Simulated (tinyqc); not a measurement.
Worked calculation: Koster-Slater impurity in a tight-binding band, by Green functions and by supercells. Computed by tinyqc, a small Python program that keeps every step. Command: `OMP_NUM_THREADS=1 python tinyqc.py 3020134 3020135 out.jsonl kosterslater walk`. One thread of a shared host (Intel(R) Xeon(R) Processor @ 2.30GHz), about 0.07 s of CPU time with the checks. Intermediate numbers are printed to about 7 digits and carried at full precision; extremes and crossings named in words are read from the listed rows.

One orbital per site, e(k) = -2 t sum cos(k_i) over 3 direction(s), band from -6 t to 6 t, lattice constant 1. One site has the extra energy U. Spin is left out.

Inputs (values chosen for the exercise, for a model band): hopping t = 0.65 eV; impurity potential U = -4.51 eV; supercell edge N = 4 sites; energy inside the band E = 3.01 eV; broadening eta = 0.098 eV; impurity concentration c = 0.005 per site.

Lattice: simple cubic.

Constants: hbar = 6.582119569e-16 eV s.

## The host Green function outside the band

Outside the band G0(E) = (1/pi) int_0^pi dk (2/(pi z)) K(16 t^2/z^2), z = E + 2 t cos k, K the complete elliptic integral with parameter m; 200 Gauss-Legendre points. A bound state solves 1/U = G0(E). Energies: 0.05, 0.2, 0.5, 1, 2, 4 and 8 t beyond the band edge on the side of U, rounded to four digits.

Scan on the side of U:
```
E (eV)   G0 (1/eV)  1/U - G0 (1/eV)
-3.933  -0.3604587        0.1387292
-4.030  -0.3317061        0.1099767
-4.225  -0.2982656        0.0765361
-4.550  -0.2623443        0.0406148
-5.200  -0.2168177       -0.0049118
-6.500  -0.1648416       -0.0568879
-9.100  -0.1135425       -0.1081870
```

G0 stays finite at the band edge, 0.252731/t in size, so binding needs |U| > 3.957 t.

## The bound state

Bisection in ln(distance from the edge) between 1e-5 t and |U| + t. Weight on the impurity site: -1/(U^2 dG0/dE), by a central difference with step min(1e-4 t, distance/30). Decay length along an axis: 1/arccosh(1 + distance/(2 t)).

level E_b = -5.113244 eV

distance from the band edge = 1.213244 eV

weight on the impurity site = 0.8448544

decay length = 0.7827535 sites

The state is compact: most of it sits on the impurity.

## Green function inside the band

Inside the band G0(z), z = E + i eta, comes from the chain form 1/(sqrt(y - 2t) sqrt(y + 2t)) (principal roots) at y = z + 2 t cos k + 2 t cos k', averaged over k and k' in (0, pi) with 200 Gauss-Legendre points each.

G0(E + i eta) = 0.4034006-0.1770154i 1/eV

## Scattering

T = U/(1 - U G0); phase shift delta = -arg(1 - U G0) in (-pi, pi]; host density of states -Im G0/pi; on the impurity -Im[G0/(1 - U G0)]/pi; lifetime of a band state hbar/(-2 c Im T).

T matrix = -1.480922-0.419346i eV

phase shift delta = 0.2759418 rad

host density of states = 0.05634575 1/eV

density of states on the impurity = 0.006562510 1/eV

scattering lifetime = 156.9614 fs

The Born approximation would take Im T = U^2 Im G0 = -3.60 eV, 8.59 times the full value.

## The level in the supercell

In a periodic cell of N sites along each direction with Bloch vector K, the level solves 1/U = N^-d sum_k 1/(E - e(k)), k_i = (2 pi m_i + K_i)/N, m_i = 0..N-1; the outermost root on the side of U is taken (bisection). d is the number of directions. Gamma means K_i = 0, the zone corner K_i = pi, the quarter point K_i = pi/2. The error is measured against the isolated level E_b.

level at Gamma = -5.137462 eV

level at the corner = -5.091929 eV

level at the quarter point = -5.113183 eV

error at Gamma = -0.02421812 eV

width between Gamma and the corner = 0.04553320 eV

Images turn the level into a band 0.0455 eV wide; the quarter point misses the isolated level by 6.1e-5 eV, far less than Gamma, because the leading hopping between images averages out there.

## Convergence with cell size

Even N; errors against the isolated level E_b, set to 0 below 1e-6 t.

Error of the level (eV):
```
N   sites          Gamma        corner  quarter point
2       8  -5.798231e-01  6.032443e-01   2.131507e-02
4      64  -2.421812e-02  2.131507e-02   6.129208e-05
6     216  -1.135045e-03  1.071817e-03              0
8     512  -6.250268e-05  6.129208e-05              0
10   1000  -3.782195e-06  3.758505e-06              0
12   1728              0             0              0
```

The error at Gamma falls exponentially, between the last two resolved rows by exp(-1.402) per site against 1/(decay length) = 1.278; the rest is the power-law prefactor of the Green function. Gamma and the corner err in opposite directions. Among the sizes listed an error below 1 meV is first reached at N = 8 at Gamma; at the quarter point N = 4 is enough.

## Phase shift across the band

delta/pi = -arg(1 - U G0)/pi counts the states added below E (Friedel); host DOS = -Im G0/pi, DOS on the impurity = -Im[G0/(1 - U G0)]/pi; 13 evenly spaced energies from -(band edge + |U| + 2t) to +(band edge + |U| + 2t).

Across the spectrum:
```
E (eV)     Re G0 (1/eV)  host DOS (1/eV)  DOS on the impurity (1/eV)   delta/pi
-9.710000    -0.1059485        0.0003609                   0.0013236  0.0031173
-8.091667    -0.1288815        0.0005427                   0.0030938  0.0058441
-6.473333    -0.1655747        0.0009277                   0.0144254  0.0165062
-4.855000    -0.2379047        0.0021704                   0.3463014  0.8730137
-3.236667    -0.3956901        0.0462895                   0.0442671  0.7783665
-1.618333    -0.4415363        0.1447283                   0.0278985  0.6433374
0.000000      0.0000000        0.2127042                   0.0210964  0.3980185
1.618333      0.4415363        0.1447283                   0.0110035  0.1912842
3.236667      0.3956901        0.0462895                   0.0056561  0.0736306
4.855000      0.2379047        0.0021704                   0.0005050  0.0047217
6.473333      0.1655747        0.0009277                   0.0003040  0.0023953
8.091667      0.1288815        0.0005427                   0.0002170  0.0015478
9.710000      0.1059485        0.0003609                   0.0001653  0.0011015
```

delta/pi starts and ends near zero (+0.003 and +0.001): the impurity moves states but creates none. delta/pi rises at the bound state below the band (-5.113 eV), reaches 0.87 among these rows (1 in the limit of small eta, just above the level) and is paid back by the top of the band.

Checks made by the program: G0 at the level by a direct sum over directions (relative difference below 1e-10).
